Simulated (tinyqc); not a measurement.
From results back to parameters: sp3s* tight binding. Three cases, with inputs chosen for the exercise.

Problem. Without spin-orbit coupling the s levels at Gamma are the roots of [[Esa, Vss], [Vss, Esc]], the p levels those of [[Epa, Vxx], [Vxx, Epc]], and the doubly degenerate valence level at X is the lower root of [[Epa, Vxy], [Vxy, Epc]]. The atomic differences are given; the levels below come from hidden parameters.

Find: Esa, Esc, Epa, Epc; |Vss|, |Vxx|, |Vxy|.

Method. The mean of a pair of roots is the mean of the two levels, which with the given difference fixes both; half the splitting, squared, less a quarter of the squared difference is V^2. At X the lower root lies sqrt((dEp/2)^2 + Vxy^2) below the mean p level.

Case 1.

Values chosen (out of a larger set: near a published set for InAs, fitted to gaps, whose masses and valley positions are rough; spin-orbit coupling, where it is added without a refit, lifts the valence top and shrinks all gaps by about a third of the splitting; not measured data): dEs = 6.794 eV (Esc - Esa); dEp = 2.812 eV (Epc - Epa).

s levels at Gamma (eV): -12.67162  0.44162

p levels at Gamma (eV): -0.00149  4.63149

valence level X5 = -2.37377 eV

Solution.

Esa, Esc, Epa, Epc (eV): -9.512  -2.718  0.909  3.721

|Vss|, |Vxx|, |Vxy| (eV): 5.608  1.841  4.473

Case 2.

Values chosen (out of a larger set: near a published set for InP, fitted to gaps, whose masses and valley positions are rough; spin-orbit coupling, where it is added without a refit, lifts the valence top and shrinks all gaps by about a third of the splitting; not measured data): dEs = 7.001 eV (Esc - Esa); dEp = 3.179 eV (Epc - Epa).

s levels at Gamma (eV): -11.35336  1.38836

p levels at Gamma (eV): -0.00216  4.92316

valence level X5 = -2.06016 eV

Solution.

Esa, Esc, Epa, Epc (eV): -8.483  -1.482  0.871  4.050

|Vss|, |Vxx|, |Vxy| (eV): 5.323  1.881  4.232

Case 3.

Values chosen (out of a larger set: near a published set for SiC, fitted to gaps, whose masses and valley positions are rough; not measured data): dEs = 3.515 eV (Esc - Esa); dEp = 2.196 eV (Epc - Epa).

s levels at Gamma (eV): -19.18416  5.91716

p levels at Gamma (eV): 0.03195  6.47005

valence level X5 = -2.80733 eV

Solution.

Esa, Esc, Epa, Epc (eV): -8.391  -4.876  2.153  4.349

|Vss|, |Vxx|, |Vxy| (eV): 12.427  3.026  5.958

Computed by tinyqc, one run a case: `OMP_NUM_THREADS=1 python tinyqc.py N N+1 out.jsonl` with N = 1451379, 1451404, 1451421; one thread of a shared Intel(R) Xeon(R) Processor @ 2.30GHz, about 0.1 s a run at most.
